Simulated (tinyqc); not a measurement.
Adsorption as a lattice gas: isotherms with interactions, competition, desorption peaks and saturation dose: one step, computed by the program tinyqc. Command: `OMP_NUM_THREADS=1 python tinyqc.py 3005252 3005253 out.jsonl adsorb walk`. One thread of a shared host (Intel(R) Xeon(R) Processor @ 2.30GHz), about 0.1 s of CPU time with the checks.

One adsorbate per site; a molecule needs 1 empty site. Gas and surface have the same temperature.

Task: Coverage with interactions. With u = w/(k_B T). Mean field: theta/(1 - theta) = y exp(-z u theta). Quasi-chemical: theta/(1 - theta) = y [(r - 1 + 2 theta)(1 - theta)/((r + 1 - 2 theta) theta)]^(-z/2) exp(-z u/2), r = sqrt(1 - 4 theta (1 - theta)(1 - exp(-u))).

Inputs (values chosen for the exercise, for a model surface): pair energy w (positive repels) = 0.061 eV; neighbours z = 3; temperature T = 384 K.

Adsorption: molecular (first order).

y = 4.499698

Constants: k_B = 8.617333262e-05 eV/K.

Give: u; coverage, mean field; coverage, quasi-chemical.

Result:

u = 1.843

coverage, mean field = 0.3690

coverage, quasi-chemical = 0.4012

Caution: for z u near 4 or above (near 8 on the triangular lattice, z = 6) mean field itself predicts sublattice order near half coverage (the exact threshold is higher); both uniform formulas leave ordering out.
